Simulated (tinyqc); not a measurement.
# Junction parameters from two forward currents

Inverse problem. D(v) = J1 (exp(v/Vt) - 1) + J2 (exp(v/(2 Vt)) - 1). Find J1, J2 and the voltage 2 Vt ln(J2/J1) near which both parts are equal.

Parameters, values chosen for the exercise: temperature T = 300 K.

Constants: q = 1.602176634e-19 C, kB = 1.380649e-23 J/K, Vt = kB T/q. Results are converted to the units shown.

junction voltages (V): 0.31  0.7
currents (uA/um): 4.4462567e-6  0.14628047

Answer. The current is linear in J1 and J2, so two points give two equations.

J1 = 2.40e-13 uA/um
J2 = 1.10e-8 uA/um
crossover = 0.555 V

tinyqc, about 0.2 s, one thread, Intel Xeon 2.30GHz (shared host): `OMP_NUM_THREADS=1 python tinyqc.py 2182174 2182175 out.jsonl`
